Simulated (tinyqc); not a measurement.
Jacobi rotations on a symmetric matrix, step by step. One step of it, computed by the program tinyqc.

Task: Jacobi rotation 1. Take the largest off-diagonal element A_pq; tan 2 theta = 2 A_pq / (A_qq - A_pp) with |theta| <= pi/4; A' = J^T A J with J_pp = J_qq = cos, J_pq = sin, J_qp = -sin.

A, lower triangle:
```
           1          2          3         4          5         6
1   2.355000
2  -0.281000   2.406000
3   1.460000  -1.376000   3.513000
4   0.599000   0.149000   1.032000  4.517000
5   0.100000   0.121000  -0.278000  0.693000   4.661000
6  -0.287000   1.587000  -0.191000  0.066000  -0.505000  4.790000
```

Give: p, q, theta; A'.

Result:

p, q, theta (rad): 2.0000  6.0000  0.4633

A', lower triangle:
```
         1        2        3       4        5       6
1   2.3550
2  -0.1231   1.6132
3   1.4600  -1.1456   3.5130
4   0.5990   0.1038   1.0320  4.5170
5   0.1000   0.3339  -0.2780  0.6930   4.6610
6  -0.3823   0.0000  -0.7858  0.1256  -0.3977  5.5828
```
